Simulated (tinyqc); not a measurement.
Parabolic against non-parabolic filling: Fermi-Dirac statistics of conduction electrons.

Non-parabolic band E (1 + alpha E) = c k^2/m: n = Nc (2/sqrt(pi)) integral_0^infinity sqrt(x (1 + a x)) (1 + 2 a x) dx/(1 + exp(x - eta)) with a = alpha kT and eta = (EF - Ec)/kT; a = 0 gives n = Nc F_1/2(eta).

Constants: hbar^2/2m0 = 3.80998211 eV angstrom^2; kB = 8.617333262e-05 eV/K.

Parameters, chosen for this exercise (out of a larger set: near those of GaN, lowest valleys alone; not measured data): m = 0.203 m0 (density-of-states mass of the conduction band); T = 400 K; alpha = 0.19 1/eV (non-parabolicity).

N = 2 (m kB T/(4 pi c))^(3/2) with c = hbar^2/2m0, in 1/angstrom^3; times 1e24 for 1/cm^3. k_F = (3 pi^2 n)^(1/3) and the energy E0 that solves E (1 + alpha E) = c k_F^2/m give the limit of zero temperature.

EF - Ec (meV):
```
n (1/cm^3)  parabolic  non-parabolic  non-parabolic, 0 K
4.0e+17         -73.7          -74.6                 9.7
1.0e+18         -40.1          -41.0                17.9
5.0e+18          28.9           27.3                52.0
2.0e+19         124.0          119.8               129.2
5.0e+19         239.6          228.2               233.4
2.0e+20         612.7          553.1               555.7
```

Non-parabolicity lowers EF by 0.9 meV at the lowest density and by 59.6 meV at the highest, where alpha (EF - Ec) = 0.11. Temperature lowers EF below its 0 K value by 84.3 meV at the lowest density and by 2.5 meV at the highest. EF enters the band between 1e+18 and 5e+18 1/cm^3.

Run: tinyqc, `OMP_NUM_THREADS=1 python tinyqc.py 1651448 1651449 out.jsonl`; Intel(R) Xeon(R) Processor @ 2.30GHz, one thread, shared host; about 0.01 s of CPU time with all checks.
